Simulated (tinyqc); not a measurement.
Nudged elastic band on a two-dimensional model surface: one step, computed by the program tinyqc. Command: `OMP_NUM_THREADS=1 python tinyqc.py 3027110 3027111 out.jsonl neb walk`. One thread of a shared host (Intel(R) Xeon(R) Processor @ 2.30GHz), about 0.2 s of CPU time with the checks.

V(x, y) = h u^2 + t x + (kappa/2)(y + c u)^2 with u = x^2/w^2 - 1; the path runs from the minimum near (-w, 0) to that near (w, 0).

Problem. Stationary points. Newton steps x(new) = x - H^-1 grad V (moves limited to 0.3 angstrom) from (-w, 0), (w, 0) and (0, c) give the two minima and the saddle.

Inputs (values chosen for the exercise, for a model surface): height h = 0.39 eV; half width w = 1.6 angstrom; transverse stiffness kappa = 2.8 eV/angstrom^2; curvature c = 0.66 angstrom; tilt t = 0.0046 eV/angstrom.

Surface: curved double well. Climbing image: on.

Give: positions; energies; barrier from the start.

Solution.

positions (angstrom), rows start, end, saddle, columns x, y:
$$\begin{pmatrix}
-1.604 & -0.003 \\
1.596 & 0.003 \\
0.008 & 0.660
\end{pmatrix}$$

energies (eV): start -0.0074, end 0.0074, saddle 0.3900

barrier from the start = 0.3974 eV
